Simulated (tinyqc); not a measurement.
AlGaN/GaN HEMT with access regions, lumped model: two steps of the calculation.

A polarisation-induced electron sheet under a Schottky gate, in series with two ungated access regions and contacts. Drift law v = mu E/(1 + mu E/vs) under the gate. Currents in mA/mm, resistances in ohm mm. No self-heating, no channel-length modulation; fits for polarisation, barrier and offset are chosen for the exercise.

Parameters, values chosen for the exercise; values close to those of AlGaN/GaN structures:
- x = 0.32 (aluminium share of the barrier)
- d = 18 nm (barrier thickness)
- eps_r = 9.6 (relative permittivity of barrier and channel)
- mu = 1900 cm^2/(V s) (channel mobility)
- vs = 1.6e7 cm/s (saturation velocity)
- Lg = 1.5 um (gate length)
- Ls = 1 um (source access length)
- Ld = 12 um (drain access length)
- Rc = 0.42 ohm mm (resistance of each contact)
- ft = 0 (share of the drain-access electrons removed by traps)
- Vg = -0.5 V (gate voltage)
- Vd = 2 V (drain voltage)

Constants: q = 1.602176634e-19 C, eps0 = 8.8541878128e-14 F/cm where lengths are in cm. Results are converted to the units shown.

Problem 1. Polarisation charge, threshold and sheet resistance. sigma = (5e13 x + 1.6e13 x^2) cm^-2, phiB = 0.84 + 1.3 x, dEc = 0.7 (1.71 x + x^2) in volts, Cb = eps0 eps_r/d, VT = phiB - dEc - q sigma/Cb, access density n0 = -Cb VT/q. Rsh = 1/(q mu n0); largest access current q n0 vs.

Give: sigma; Cb; VT; n0; Rsh; q n0 vs.

Solution 1.

sigma = 1.7638e13 cm^-2
Cb = 0.47222 uF/cm^2
VT = -5.1831 V
n0 = 1.5277e13 cm^-2
Rsh = 215.03 ohm
q n0 vs = 3916.2 mA/mm

Problem 2. Drain current. Access resistance R(L, n) = L/(q mu n sqrt(1 - (I/(q n vs))^2)); Rs = Rc + R(Ls, n0), Rd = Rc + R(Ld, (1 - ft) n0). Vg' = Vg - I Rs, Vd' = Vd - I (Rs + Rd); with u = Vg' - VT, Vc = vs Lg/mu and w the smaller of Vd' and Vc [sqrt(1 + 2 u/Vc) - 1] (0 if negative), the channel gives (mu Cb/Lg)(u w - w^2/2)/(1 + w/Vc). I(new) = I + 0.2 (channel current - I).

I at the start = 390 mA/mm
VT = -5.1831408 V
Cb = 0.47222335 uF/cm^2
n0 = 1.5276718e13 cm^-2

Find: Rs; Rd; Vg'; Vd'; channel current; I after iteration 1.

Solution 2.

Rs = 0.63611 ohm mm
Rd = 3.0133 ohm mm
Vg' = -0.74808 V
Vd' = 0.57673 V
channel current = 982.09 mA/mm
I after iteration 1 = 508.42 mA/mm

Program tinyqc, `OMP_NUM_THREADS=1 python tinyqc.py 2570157 2570158 out.jsonl`; Intel Xeon 2.30GHz, shared host, one thread, about 0.04 s.
